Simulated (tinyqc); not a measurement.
# Strain-driven roughening and islands of a mismatched epitaxial film, step by step

A worked calculation. Computed by tinyqc, a small Python program that keeps every step. Command: `OMP_NUM_THREADS=1 python tinyqc.py 3031375 3031376 out.jsonl island walk`. One thread of a shared host (Intel(R) Xeon(R) Processor @ 2.30GHz), about 0.01 s of CPU time with the checks. Intermediate numbers are printed to about 7 digits and carried at full precision; extremes and crossings named in words are read from the listed rows.

Film and substrate share isotropic elastic constants; the film is coherent and biaxially strained.

Inputs (values chosen for the exercise, modelled on Ge on Si):
```
quantity                                      value       unit
misfit |f|                                   0.0403          -
shear modulus G                                53.5        GPa
Poisson ratio nu                               0.24          -
surface energy gamma                          0.956      J/m^2
contact angle of the shallow shape theta_1     8.12    degrees
contact angle of the steep shape theta_2         26    degrees
facet energy of shape 1 over gamma            1.009          -
facet energy of shape 2 over gamma            0.997          -
wetting energy gamma_s - gamma                 0.41      J/m^2
decay length of wetting delta                  0.22         nm
surface mobility D_s nu_s Omega^2/(k_B T)   3.1e-32  m^6/(J s)
initial ripple amplitude A0                    0.23         nm
ripple wavelength over the critical one         2.5          -
island volume V                                  63       nm^3
```

Transport: surface diffusion.

Constants: e = 1.602176634e-19 C.

## Elastic energy of the flat film

M = 2 G (1 + nu)/(1 - nu); stress = M f; energy density w = M f^2.

biaxial modulus M = 174.5789 GPa

stress = 7.035532 GPa

energy density w = 283.5319 MJ/m^3

## Asaro-Tiller-Grinfeld instability

A ripple A cos(k x) has the surface chemical potential per volume [gamma k^2 - 2 (1 + nu) w k] A cos(k x), so k_c = 2 (1 + nu) w/gamma. With surface diffusion the amplitude grows at the rate q = B k^2 [2 (1 + nu) w k - gamma k^2], fastest at k_m = (3/4) k_c. B is the surface mobility.

k_c = 0.7355221 1/nm

critical wavelength = 8.542483 nm

fastest wavelength = 11.38998 nm

growth time 1/q at k_m = 0.001093135 s

A ripple of A0 needs about 9.9e-4 s to reach a twentieth of its wavelength.

## A ripple of given wavelength

A ripple A cos(k x) has the surface chemical potential per volume [gamma k^2 - 2 (1 + nu) w k] A cos(k x), so k_c = 2 (1 + nu) w/gamma. With surface diffusion the amplitude grows at the rate q = B k^2 [2 (1 + nu) w k - gamma k^2], fastest at k_m = (3/4) k_c. B is the surface mobility. Stress at the trough = stress x (1 + 2 k A).

k = 0.2942089 1/nm

rate q = 333.0687 1/s

q over the largest rate = 0.3640889

stress concentration at A0 = 1.135336

The ripple grows.

## Wetting layer

The surface energy depends on thickness as gamma + (gamma_s - gamma) exp(-h/delta). Its curvature adds W2 = (gamma_s - gamma) exp(-h/delta)/delta^2 to the restoring terms; the flat film is stable while W2 > (1 + nu)^2 w^2/gamma, which gives h_c = delta ln[(gamma_s - gamma) gamma/(delta^2 (1 + nu)^2 w^2)], or 0 if negative.

wetting-layer thickness h_c = 0.9201056 nm

Layer-by-layer growth up to h_c, then roughening: the Stranski-Krastanov mode.

## Island nucleation

Shallow faceted island (Tersoff form): E = 4 Gam V^(2/3) tan^(1/3)(theta) - 6 c V tan(theta), Gam = gamma [x/sin(theta) - 1/tan(theta)], x the facet energy over gamma, c = stress^2 (1 - nu)/(2 pi G). The barrier is the maximum of E, at V_c = [4 Gam/(9 c)]^3 / tan^2(theta) (1 GPa nm = 1 J/m^2).

c = 0.1119113 GPa

Gam of shape 1 = 0.1287708 J/m^2

critical volume, shape 1 = 6.570126 nm^3

barrier, shape 1 = 1.964323 eV

Gam of shape 2 = 0.2141676 J/m^2

critical volume, shape 2 = 2.586597 nm^3

barrier, shape 2 = 2.643597 eV

The shallow shape has the lower barrier. Each barrier is a third of the surface term at V_c and scales as Gam^3/c^2, that is as f^(-4). Caution: a critical island of a few cubic nanometres holds a few hundred atoms at most, and edge energies, left out here, matter.

## Which shape at the volume V

The two energies cross at V_x^(1/3) = 4 [Gam_2 t2^(1/3) - Gam_1 t1^(1/3)]/(6 c (t2 - t1)), t = tan(theta); mu = dE/dV.

E of shape 1 = -11.07345 eV

E of shape 2 = -62.13824 eV

crossing volume V_x = 5.348224 nm^3

jump of mu at V_x, shape 2 less shape 1 = -77.23116 MJ/m^3

At V the steep shape is lower. At V_x the chemical potential drops, so islands that have turned steep grow at the cost of the shallow ones. Caution: the shallow-slope form overstates the relaxation of facets steeper than about 25 degrees.

## Scaling with the misfit

A ripple A cos(k x) has the surface chemical potential per volume [gamma k^2 - 2 (1 + nu) w k] A cos(k x), so k_c = 2 (1 + nu) w/gamma. With surface diffusion the amplitude grows at the rate q = B k^2 [2 (1 + nu) w k - gamma k^2], fastest at k_m = (3/4) k_c. V_c = [4 Gam/(9 c)]^3/tan^2(theta), barrier = (4/3) Gam V_c^(2/3) tan^(1/3)(theta); the growth time is 1/q at k_m.

Misfit scaled at fixed constants:
```
|f| (%)  fastest wavelength (nm)  growth time (s)  V_c of shape 1 (nm^3)  barrier of shape 1 (eV)
1.0075                  182.2396     7.163966e+01           2.691124e+04             5.028668e+02
1.4105                   92.9794     4.854330e+00           3.574090e+03             1.309004e+02
2.0150                   45.5599     2.798424e-01           4.204881e+02             3.142918e+01
2.8210                   23.2449     1.896222e-02           5.584515e+01             8.181272e+00
4.0300                   11.3900     1.093135e-03           6.570126e+00             1.964323e+00
5.6420                    5.8112     7.407119e-05           8.725805e-01             5.113295e-01
```

Halving the misfit stretches the wavelength 4 times, the barrier 16 times, the volume 64 times and the time 256 times: f^(-2), f^(-4), f^(-6), f^(-8). Over these rows the time spans 6.0 decades: strongly mismatched films tend to roughen first, while dilute alloys have time to stay flat. Rows with wavelengths under 10 nm or volumes under 5 nm^3 are beyond the continuum picture.

Checks made by the program: k_m against a numerical maximum of the rate (relative difference 5e-10).
